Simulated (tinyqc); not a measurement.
Inside a calculation. Method: Hubbard ring of 5 sites. One step of it, computed by the program tinyqc.

Task: Mean-field iteration 2. H(up) = T + U n(down), H(down) = T + U n(up); fill the lowest levels; n(new) = n + mixing (n(out) - n); E = tr T (rho up + rho down) + U sum n_up n_down of the output.

one-body matrix (hopping and site energies) (eV):
```
           1          2          3          4          5
1   0.000000  -0.930000   0.000000   0.000000  -0.930000
2  -0.930000   0.000000  -0.930000   0.000000   0.000000
3   0.000000  -0.930000   0.000000  -0.930000   0.000000
4   0.000000   0.000000  -0.930000   0.000000  -0.930000
5  -0.930000   0.000000   0.000000  -0.930000   0.000000
```

U = 4.000000 eV

electrons, up and down: 3  2

mixing = 1

n(up) after iteration 1: 1 0.934188, 2 0.112933, 3 0.905757, 4 0.112933, 5 0.934188

n(down) after iteration 1: 1 0.056578, 2 0.900071, 3 0.086701, 4 0.900071, 5 0.056578

Give: levels, up; levels, down; energy; n(up) after iteration 2; n(down) after iteration 2.

Result:

levels, up (eV): -0.969  -0.009  0.843  3.914  4.222

levels, down (eV): -0.273  0.256  2.974  4.181  4.863

energy = -1.704 eV

n(up) after iteration 2: 1 0.933, 2 0.117, 3 0.900, 4 0.117, 5 0.933

n(down) after iteration 2: 1 0.059, 2 0.894, 3 0.095, 4 0.894, 5 0.059
